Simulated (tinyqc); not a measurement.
Strained alloy layer of InAs and GaAs on (001) InP, model-solid band line-up: one step of the calculation.

The layer is x parts of the first compound and 1 - x of the second, grown coherently on the third as substrate and barrier. Rows of the table: lattice constant a, average valence level Ea on an absolute scale, spin-orbit splitting so, gaps at Gamma, X and L, hydrostatic deformation potentials av and ac (Gamma), shear potential b, elastic constants, electron and heavy-hole (along z) masses. All are interpolated linearly in x; gaps get -C x (1 - x), taken wholly in the conduction band; real line-ups can differ from this model by 0.1 eV or more.

Task. Relaxed alloy and strain. In-plane strain e = (a_substrate - a)/a, e_z = -2 (c12/c11) e, volume change 2 e + e_z.

Inputs (values chosen for the exercise):
- x = 0.8 (fraction of the first compound in the layer)
- CG = 0.477 eV (bowing of the Gamma gap)
- CX = 1.4 eV (bowing of the X gap)
- CL = 0.33 eV (bowing of the L gap)

Binary compounds, values chosen for the exercise:
```
              close to InAs  close to GaAs  close to InP
a (angstrom)          6.058          5.653         5.869
Ea (eV)               -6.67          -6.92         -7.04
so (eV)               0.375          0.339          0.11
EG (eV)               0.356           1.41          1.36
EX (eV)                1.36            1.9          2.16
EL (eV)                1.06           1.69          1.95
av (eV)                0.99           1.16          1.28
ac (eV)               -5.15          -7.08         -4.98
b (eV)                 -1.8          -1.71         -1.71
c11 (GPa)              82.8            119           102
c12 (GPa)              45.1           53.2            56
me (m0)              0.0228          0.067        0.0805
mh (m0)                0.33          0.351         0.529
```

Find: a; Gamma gap; X gap; L gap; e; e_z; volume change.

Result.

a = 5.9770 angstrom
Gamma gap = 0.49048 eV
X gap = 1.2440 eV
L gap = 1.1332 eV
e = -1.8069 %
e_z = 1.8752 %
volume change = -1.7387 %

The relaxed alloy has its lowest gap at Gamma (direct). The layer is under compressive in-plane strain.

Computed by the program tinyqc: `OMP_NUM_THREADS=1 python tinyqc.py 2690020 2690021 out.jsonl`, one thread of a shared Intel Xeon 2.30GHz, about 0.01 s for the whole run.
